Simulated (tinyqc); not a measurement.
MOS inversion layer, Poisson-Schroedinger loop: one step of the calculation.

Electrons confined at an insulator interface at z = 0, treated as a hard wall; parabolic valleys, Hartree approximation, no image or exchange terms. The depletion charge lies far deeper than the electrons and gives a uniform field q Nd/(eps0 eps_r); the gate balances all charge. Energies are counted from the band edge at the interface.

Problem. Fermi level and occupations. Level k holds N_k = D_k Vt ln(1 + exp((EF - E_k)/Vt)) with D = md1 m0 q/(pi hbar^2) per eV (spin included); EF is fixed by sum N_k = Ns.

Inputs (values chosen for the exercise); masses and permittivity close to those of In0.53Ga0.47As:
- T = 400 K (temperature)
- md1 = 0.0404 m0 (in-plane density-of-states mass of set A)
- Ns = 1.6e12 cm^-2 (sheet density of electrons)

Constants: q = 1.602176634e-19 C, kB = 1.380649e-23 J/K, hbar = 1.054571817e-34 J s, m0 = 9.1093837015e-31 kg, Vt = kB T/q. Results are converted to the units shown.

levels (eV): A1 0.046750704, A2 0.081655394

Wanted: EF; N_k.

Solution.

EF = 0.1004 eV
N_k (cm^-2): A1 1.017e12, A2 5.829e11

Program tinyqc, `OMP_NUM_THREADS=1 python tinyqc.py 2160136 2160137 out.jsonl`; Intel Xeon 2.30GHz, shared host, one thread, about 0.5 s.
